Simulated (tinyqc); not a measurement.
Density of states of one tight-binding band on the simple cubic lattice: one step. One tetrahedron of the mesh. Two cases, with inputs chosen for the exercise.

Task: Find its share below E and its density of states at E.

For corner energies e1 <= e2 <= e3 <= e4 and eij = ei - ej, the share of the tetrahedron below E is n = (E - e1)^3/(e21 e31 e41) for e1 < E < e2; n = [e21^2 + 3 e21 x + 3 x^2 - (e31 + e42) x^3/(e32 e42)]/(e31 e41) with x = E - e2 for e2 < E < e3; n = 1 - (e4 - E)^3/(e41 e42 e43) for e3 < E < e4; its density of states is g = dn/dE.

Case 1.

Values chosen: E = 3.43 eV (energy at which the density is wanted).

corner energies, sorted (eV): [-2.880000, 0.520000, 3.400000, 5.240000]

Case 2.

Values chosen: E = 2.18 eV (energy at which the density is wanted).

corner energies, sorted (eV): [-1.902643, 0.405786, 1.299330, 2.664214]

Give: n; g.

Result:

Case 1.

n = 0.9159
g = 0.1394 1/eV

Case 2.

n = 0.9919
g = 0.0500 1/eV

E lies between corners 3 and 4.

Computed by tinyqc, one run a case: `OMP_NUM_THREADS=1 python tinyqc.py N N+1 out.jsonl` with N = 1650518, 1650941; one thread of a shared Intel(R) Xeon(R) Processor @ 2.30GHz, about 0.3 s a run at most.
